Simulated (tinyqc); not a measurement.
Two-valley model of the transferred-electron effect: one step, computed by the program tinyqc. Command: `OMP_NUM_THREADS=1 python tinyqc.py 3005636 3005637 out.jsonl gunn walk`. One thread of a shared host (Intel(R) Xeon(R) Processor @ 2.30GHz), about 0.01 s of CPU time with the checks.

Both kinds of valley share one electron temperature T_e, and each has a constant mobility.

Question. Equilibrium. Density-of-states ratio R = Z (m2/m1)^(3/2); n2/n1 = R exp(-dE/(k_B T_e)); mean mobility mu = (mu1 + mu2 n2/n1)/(1 + n2/n1); energy balance e mu F^2 = (3/2) k_B (T_e - T)/tau_E; v = mu F.

Inputs (values chosen for the exercise, modelled on InP): central-valley mass m1 = 0.08 m_0; satellite-valley mass m2 = 0.26 m_0; satellite valleys Z = 4; valley separation dE = 0.52 eV; central-valley mobility mu1 = 4100 cm^2/(V s); satellite-valley mobility mu2 = 160 cm^2/(V s); lattice temperature T = 250 K.

Solver: bisection.

Constants: k_B = 8.617333262e-05 eV/K.

Give: R; n2/n1 without field; low-field mobility.

Answer.

R = 23.44

n2/n1 without field = 7.712e-10

low-field mobility = 4100 cm^2/(V s)

dE is 24.1 k_B T, so the satellites are empty without field.
